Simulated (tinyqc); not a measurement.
Worked calculation: CCD on RHF in the sto-3g basis, for H6, spin multiplicity 1. One step of it, computed by the program tinyqc.

Task: CCD: starting amplitudes. t_ij^ab = <ij||ab> / (e_i + e_j - e_a - e_b), whose energy is MP2.

orbital energies (hartree): MO1 -0.631091, MO2 -0.555482, MO3 -0.460759, MO4 0.396895, MO5 0.637746, MO6 0.922694

Two-electron integrals over orbitals (pq|rs), unique and non-zero (hartree):
```
(11|11) 0.396250    (21|21) 0.128630    (22|11) 0.312222    (22|22) 0.384705
(31|11) 0.080113    (31|22) -0.066343   (31|31) 0.138087    (32|21) -0.129800
(32|32) 0.145089    (33|11) 0.378841    (33|22) 0.329859    (33|31) 0.050489
(33|33) 0.379172    (41|21) 0.029655    (41|32) 0.001196    (41|41) 0.079552
(42|11) 0.045421    (42|22) -0.006433   (42|31) 0.043135    (42|33) 0.015359
(42|42) 0.063872    (43|21) 0.051305    (43|32) -0.049658   (43|41) 0.016804
(43|43) 0.069086    (44|11) 0.374265    (44|22) 0.327167    (44|31) 0.045776
(44|33) 0.366628    (44|42) 0.021889    (44|44) 0.379057    (51|11) 0.008781
(51|22) 0.022016    (51|31) -0.017840   (51|33) -0.006769   (51|42) 0.041600
(51|44) 0.000772    (51|51) 0.046610    (52|21) 0.015125    (52|32) 0.005847
(52|41) 0.055001    (52|43) -0.039788   (52|52) 0.089871    (53|11) -0.054136
(53|22) 0.000024    (53|31) -0.047076   (53|33) -0.028375   (53|42) -0.061755
(53|44) -0.024123   (53|51) -0.038175   (53|53) 0.065579    (54|21) 0.128389
(54|32) -0.138836   (54|41) 0.005390    (54|43) 0.050958    (54|52) -0.004640
(54|54) 0.148156    (55|11) 0.322991    (55|22) 0.385810    (55|31) -0.057498
(55|33) 0.337877    (55|42) -0.002682   (55|44) 0.345793    (55|51) 0.022695
(55|53) -0.001431   (55|55) 0.407686    (61|21) 0.002233    (61|32) 0.009648
(61|41) 0.028499    (61|43) 0.054526    (61|52) -0.032730   (61|54) -0.007157
(61|61) 0.066453    (62|11) -0.015637   (62|22) -0.027845   (62|31) 0.015348
(62|33) -0.003999   (62|42) -0.039553   (62|44) -0.002010   (62|51) -0.043901
(62|53) 0.041314    (62|55) -0.026926   (62|62) 0.045762    (63|21) 0.034351
(63|32) -0.006952   (63|41) 0.077798    (63|43) 0.019233    (63|52) 0.055422
(63|54) 0.006033    (63|61) 0.028754    (63|63) 0.082905    (64|11) 0.081258
(64|22) -0.059197   (64|31) 0.132023    (64|33) 0.051188    (64|42) 0.045083
(64|44) 0.050614    (64|51) -0.014855   (64|53) -0.047683   (64|55) -0.061068
(64|62) 0.014187    (64|64) 0.141263    (65|21) -0.130784   (65|32) 0.132702
(65|41) -0.031501   (65|43) -0.054313   (65|52) -0.016009   (65|54) -0.138358
(65|61) -0.003679   (65|63) -0.038124   (65|65) 0.145168    (66|11) 0.419719
(66|22) 0.330068    (66|31) 0.086250    (66|33) 0.402517    (66|42) 0.050894
(66|44) 0.407282    (66|51) 0.010745    (66|53) -0.060618   (66|55) 0.351072
(66|62) -0.018101   (66|64) 0.093686    (66|66) 0.467204
```

Give: Starting amplitudes; correlation energy.

Result:

Starting amplitudes (spin orbitals 1a, 1b, ...; amplitudes related by a flip of all spins are not repeated; the 24 largest):
```
from      to        t
3a 3b  4a 4b  -0.0403
1a 1b  4a 4b  -0.0387
2a 2b  5a 5b  -0.0377
2a 2b  4a 4b  -0.0335
1a 3b  4a 6b  -0.0323
2a 3b  4a 5b   0.0301
3a 3b  6a 6b  -0.0300
3a 3b  5a 5b  -0.0298
1a 2b  4a 5b  -0.0248
1a 3b  4b 6a   0.0226
2a 3b  5a 6b  -0.0215
1a 1b  6a 6b  -0.0214
2a 3b  4b 5a  -0.0194
1a 2b  4b 5a   0.0187
1a 1b  5a 5b  -0.0184
2a 2b  4a 6b   0.0163
1a 3b  5a 5b   0.0161
2a 3b  5b 6a   0.0160
1a 2b  5a 6b   0.0160
2a 2b  6a 6b  -0.0155
1a 2b  5b 6a  -0.0119
1a 1b  4a 6b  -0.0110
2a 3a  4a 5a   0.0107
1a 3b  6a 6b  -0.0098
```

correlation energy = -0.047404 hartree
